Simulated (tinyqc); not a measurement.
Thin film modes against wave vector: bulk, surface, particle and sheet plasmons.

Zero temperature, parabolic band: kF = (3 pi^2 n)^(1/3), EF = c kF^2/m, Ep^2 = 8 pi c e2 n/(m eb), qTF^2 = 6 pi e2 n/(eb EF), c = hbar^2/2m0, e2 = e^2/(4 pi eps0), n in 1/angstrom^3 (1e-24 per 1/cm^3).

Constants: hbar^2/2m0 = 3.80998211 eV angstrom^2; e^2/(4 pi eps0) = 14.39964547 eV angstrom.

Parameters, chosen for this exercise (a free-electron density near that of Al; shifted at random, so the results belong to these values and not to a real crystal): n = 1.76e+23 1/cm^3 (electron density); m = 1 m0 (mass); eb = 1 (background dielectric constant); ed = 2.1 (dielectric constant of the surroundings); d = 200 angstrom (film thickness).

Drude medium eps = eb (1 - Ep^2/E^2), no retardation. A film of thickness d has modes eps = -ed coth(q d/2) (lower) and eps = -ed tanh(q d/2) (upper); a sheet with ns = n d has E^2 = 4 pi c e2 ns q/(m ed). One surface: eps = -ed; small sphere: eps = -2 ed.

Modes (eV):

| q d | q (1/angstrom) | lower | upper | sheet |
|---|---|---|---|---|
| 0.020 | 0.000100 | 1.072 | 15.42 | 1.075 |
| 0.050 | 0.000250 | 1.690 | 15.18 | 1.700 |
| 0.10 | 0.000500 | 2.375 | 14.82 | 2.404 |
| 0.50 | 0.00250 | 5.035 | 12.66 | 5.375 |
| 1.0 | 0.00500 | 6.616 | 11.10 | 7.601 |
| 2.0 | 0.0100 | 8.037 | 9.662 | 10.75 |
| 4.0 | 0.0200 | 8.738 | 8.958 | 15.20 |
| 8.0 | 0.0400 | 8.846 | 8.850 | 21.50 |

Give the missing row, q d = 0.20.

Computed row:
```
q d   q (1/angstrom)  lower  upper  sheet
0.20         0.00100  3.316  14.17  3.399
```

bulk, surface, sphere (eV): 15.58  8.848  6.831

At small q d the lower mode tends to the sheet law sqrt(q) (within 5 % up to q d = 0.2 of the values listed) and the upper one starts near the bulk value. At q d = 8 the two are 0.004 eV apart around the surface value 8.848 eV. Retardation, left out here, matters where q is below about three times sqrt(ed) E/(hbar c), hbar c = 1973.27 eV angstrom: that holds for 7 of the rows (from the top) for the lower mode and 7 for the upper one.

Computed by tinyqc, a small Python program: `OMP_NUM_THREADS=1 python tinyqc.py 1651472 1651473 out.jsonl` (the numbers bound the seed that draws the inputs); one thread of a shared host (Intel(R) Xeon(R) Processor @ 2.30GHz), about 0.01 s for the whole set of steps.
